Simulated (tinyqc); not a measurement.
## Tunnelling through a two-layer gate stack, WKB transmission and Tsu-Esaki current: effect of the barrier height

Electrons leave the emitter at x = 0. Energies E (motion across the layers) are in eV from the emitter Fermi level; the collector Fermi level lies at -V and offers states at every E. No charge in the dielectric and no image force: F1 = V/(t1 + t2 eps1/eps2), F2 = F1 eps1/eps2; U = phi1 - F1 x in layer 1 and phi2 - F1 t1 - F2 (x - t1) in layer 2. With C = hbar^2/(2 m0), kappa = sqrt(m (U - E)/C) where U > E and 0 elsewhere; T(E) = exp(-S), S = 2 times the integral of kappa over x.

Each layer adds (2/F) sqrt(m/C) [G(u at its left edge) - G(u at its right edge)] to S, with u = U - E (0 where negative) and G(u) = (2/3) u^1.5. J = J0 times the integral of T(E) N(E) dE, N = ln[(1 + exp(-E/Vt))/(1 + exp((-E - V)/Vt))], J0 = q^2 me m0 kB T/(2 pi^2 hbar^3) (times 1e-4 for A/cm^2 per eV), from E = -Ef to far above the barrier (T = 1 there), by quadrature converged to the digits shown.

Inputs (values chosen for the exercise); layer 1 close to aluminium oxide, layer 2 close to hafnium oxide:
- T = 77 K (temperature)
- Ef = 4.5 eV (Fermi energy of the emitter above its band bottom)
- me = 1 m0 (emitter mass in the supply function)
- m1 = 0.38 m0 (tunnelling mass of layer 1)
- t1 = 0.6 nm (thickness of layer 1)
- eps1 = 9.19 (relative permittivity of layer 1)
- phi2 = 1.49 eV (barrier of layer 2 at zero bias)
- m2 = 0.2 m0 (tunnelling mass of layer 2)
- t2 = 3.3 nm (thickness of layer 2)
- eps2 = 21.2 (relative permittivity of layer 2)
- V = 0.6 V (voltage across the dielectric)

Constants: q = 1.602176634e-19 C, kB = 1.380649e-23 J/K, hbar = 1.054571817e-34 J s, m0 = 9.1093837015e-31 kg, Vt = kB T/q, hbar^2/(2 m0) = 0.0380998212 eV nm^2. Results are converted to the units shown.

Result of one run:
```
phi1 (eV),S at E = 0,T(E = 0),J (A/cm^2),mean E of the current (eV)
2.17,21.31,5.551e-10,0.1406,-0.2593
```

What becomes of these results when the barrier of layer 1 above the emitter Fermi level at zero bias phi1 is changed from 2.17 to 1.44 eV, all else the same?

Result of the changed run:
```
phi1 (eV),S at E = 0,T(E = 0),J (A/cm^2),mean E of the current (eV)
1.44,20.25,1.606e-9,0.3795,-0.2512
```

The whole series:
```
phi1 (eV),S at E = 0,T(E = 0),J (A/cm^2),mean E of the current (eV)
1.2,19.84,2.421e-9,0.5528,-0.2474
1.44,20.25,1.606e-9,0.3795,-0.2512
1.69,20.64,1.087e-9,0.2642,-0.2545
1.93,20.99,7.682e-10,0.1910,-0.2571
2.17,21.31,5.551e-10,0.1406,-0.2593
2.41,21.62,4.085e-10,0.1052,-0.2613
2.66,21.92,3.017e-10,0.07881,-0.2631
2.9,22.20,2.286e-10,0.06046,-0.2646
```

J falls from 0.553 to 0.0605 A/cm^2, on average 0.565 decades for each eV, while S rises from 19.8 to 22.2. In every row a layer is thinner than 0.8 nm, a few atomic planes, where an effective mass is a rough description.

Computed by the program tinyqc: `OMP_NUM_THREADS=1 python tinyqc.py 2540136 2540137 out.jsonl`, one thread of a shared Intel Xeon 2.30GHz, about 0.03 s for the whole run.
